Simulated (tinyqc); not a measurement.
Convergence with cell size: Koster-Slater impurity in a tight-binding band, by Green functions and by supercells. Computed by tinyqc, a small Python program. Command: `OMP_NUM_THREADS=1 python tinyqc.py 3002686 3002687 out.jsonl kosterslater walk`. One thread of a shared host (Intel(R) Xeon(R) Processor @ 2.30GHz), about 0.04 s of CPU time with the checks.

One orbital per site, e(k) = -2 t sum cos(k_i) over 3 direction(s), band from -6 t to 6 t, lattice constant 1. One site has the extra energy U. Spin is left out.

Inputs (values chosen for the exercise, for a model band): hopping t = 1.4 eV; impurity potential U = -10.7 eV.

Lattice: simple cubic.

Method:
- Outside the band G0(E) = (1/pi) int_0^pi dk (2/(pi z)) K(16 t^2/z^2), z = E + 2 t cos k, K the complete elliptic integral with parameter m; 200 Gauss-Legendre points.
- A bound state solves 1/U = G0(E).
- Bisection in ln(distance from the edge) between 1e-5 t and |U| + t. Weight on the impurity site: -1/(U^2 dG0/dE), by a central difference with step min(1e-4 t, distance/30). Decay length along an axis: 1/arccosh(1 + distance/(2 t)).
- In a periodic cell of N sites along each direction with Bloch vector K, the level solves 1/U = N^-d sum_k 1/(E - e(k)), k_i = (2 pi m_i + K_i)/N, m_i = 0..N-1; the outermost root on the side of U is taken (bisection). d is the number of directions. Gamma means K_i = 0, the zone corner K_i = pi, the quarter point K_i = pi/2.
- Even N; errors against the isolated level E_b, set to 0 below 1e-6 t.

level E_b = -11.8634 eV

decay length = 0.692485 sites

Error of the level (eV):
```
N   sites        Gamma      corner  quarter point
2       8  -1.1415e+00  1.1634e+00     3.1112e-02
4      64  -3.3984e-02  3.1112e-02     4.4961e-05
6     216  -1.1476e-03  1.1122e-03              0
8     512  -4.5359e-05  4.4961e-05              0
10   1000  -1.9644e-06  1.9593e-06              0
12   1728            0           0              0
```

What does the comparison show, and why?

The error at Gamma falls exponentially, between the last two resolved rows by exp(-1.570) per site against 1/(decay length) = 1.444; the rest is the power-law prefactor of the Green function. Gamma and the corner err in opposite directions. Among the sizes listed an error below 1 meV is first reached at N = 8 at Gamma; at the quarter point N = 4 is enough.

Extremes, crossings and ranges named in words are read from the listed rows.
